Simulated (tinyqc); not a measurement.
Stretching all distances: RHF, UHF, MP2, CISD and CCSD against full CI in the 6-31g basis, for H4, spin multiplicity 1. Computed by the program tinyqc with PySCF. 

Geometry (angstrom):
```
atom       x       y       z
H     0.0000  0.0000  0.0000
H     0.0000  0.0000  0.7960
H     0.0000  0.0000  1.6010
H     0.0000  0.0000  2.3970
```

All coordinates are multiplied by the scale. c0^2 is the weight of the RHF determinant in the lowest singlet FCI state (UHF is spin-contaminated and may lie near states of higher spin) and n(LUMO) the first natural occupation beyond the occupied space.

Full CI energy (hartree) and errors against it (kcal/mol):
```
scale   distance 1-2 (angstrom)     E(FCI)       RHF      UHF      MP2     CISD     CCSD  <S^2> UHF    c0^2  n(LUMO)
0.8800                   0.7005  -2.177002   32.2650  32.2650   8.4328   0.4545   0.1995     0.0000  0.9718   0.0361
1.1000                   0.8756  -2.235064   36.6380  36.6380  11.1660   0.6655   0.2045     0.0000  0.9570   0.0600
1.3300                   1.0587  -2.215339   42.8574  42.8574  15.1717   1.1273   0.2028     0.0000  0.9315   0.0984
1.5500                   1.2338  -2.173445   51.2606  45.0321  20.5895   2.0370   0.1981     0.5583  0.8936   0.1524
1.7800                   1.4169  -2.127329   63.0386  40.1583  28.1872   3.8117   0.1417     0.9647  0.8369   0.2290
2.0000                   1.5920  -2.088690   77.2934  32.5837  37.3362   6.6307  -0.1022     1.2719  0.7665   0.3201
2.2200                   1.7671  -2.057869   94.2947  24.2844  48.0585  10.7441  -0.8042     1.5169  0.6847   0.4218
2.4500                   1.9502  -2.034212  114.4028  16.4991  60.2438  16.2484  -2.3950     1.7004  0.5959   0.5290
2.6700                   2.1253  -2.018732  134.9438  10.7377  71.8098  21.6032  -4.8050     1.8157  0.5166   0.6229
```

UHF parts from RHF first at scale 1.55 of those listed, where <S^2> leaves zero. The weight c0^2 goes from 0.97 to 0.52 and n(LUMO) from 0.04 to 0.62: static correlation grows as the bonds break into open-shell fragments. The spread of the error along the curve, which distorts its shape, is CCSD 5.0, CISD 21.1, UHF 34.3, MP2 63.4, RHF 102.7 kcal/mol. Below FCI somewhere: CCSD, as non-variational methods may be.
